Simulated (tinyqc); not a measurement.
Range and order of the fit: effective mass of the heavy-hole band from tabulated energies.

c = hbar^2/2m0. A uniform scatter of up to 0.3 meV has been added to mimic numerical noise.
Constants: hbar^2/2m0 = 3.80998211 eV angstrom^2.

Energies along [110], from the band edge downward:

| k (1/angstrom) | E (meV) |
|---|---|
| 0.000000 | 0.00000 |
| 0.018000 | 2.45890 |
| 0.036000 | 9.87030 |
| 0.054000 | 21.53300 |
| 0.072000 | 37.46120 |
| 0.090000 | 55.88090 |
| 0.108000 | 76.31210 |
| 0.126000 | 97.72160 |
| 0.144000 | 118.89000 |

reference mass (curvature of the model at k = 0.0001 1/angstrom) = 0.491593 m0

Least-squares fits of E = a k^2 (+ b k^4 + d k^6) over points 1 to n, and the line y = c k^2/E against E; errors of m against the reference.

Results:

| n | E at point n (meV) | one term (%) | two terms (%) | three terms (%) | line (%) | rms residual, one term (meV) |
|---|---|---|---|---|---|---|
| 3 | 21.5 | 4.39 | -0.31 | 2.62 | 1.14 | 0.161 |
| 4 | 37.5 | 6.44 | 1.34 | -0.85 | 1.11 | 0.304 |
| 5 | 55.9 | 10.13 | 0.26 | 1.75 | 0.66 | 0.876 |
| 6 | 76.3 | 14.73 | 0.30 | 0.51 | 0.14 | 1.740 |
| 7 | 97.7 | 20.21 | 0.82 | -0.12 | -0.49 | 2.984 |
| 8 | 118.9 | 26.76 | 1.51 | -0.15 | -1.34 | 4.731 |

The error of the parabola goes from +4.39 to +26.76 % as the range widens, and at n = 8 its residual, 4.73 meV, is only 4.0 % of the top energy: a small residual does not vouch for the mass. Over the full range (n = 8) the best form is three terms (0.15 %); the line errs by +1.14 % at n = 3 and -1.34 % at n = 8. Many terms on few points amplify the scatter: three terms err by +2.6 % at n = 3 but by -0.1 % at n = 8.

Program tinyqc; command `OMP_NUM_THREADS=1 python tinyqc.py 1881259 1881260 out.jsonl`; about 0.01 s on one thread of a shared Intel(R) Xeon(R) Processor @ 2.30GHz.
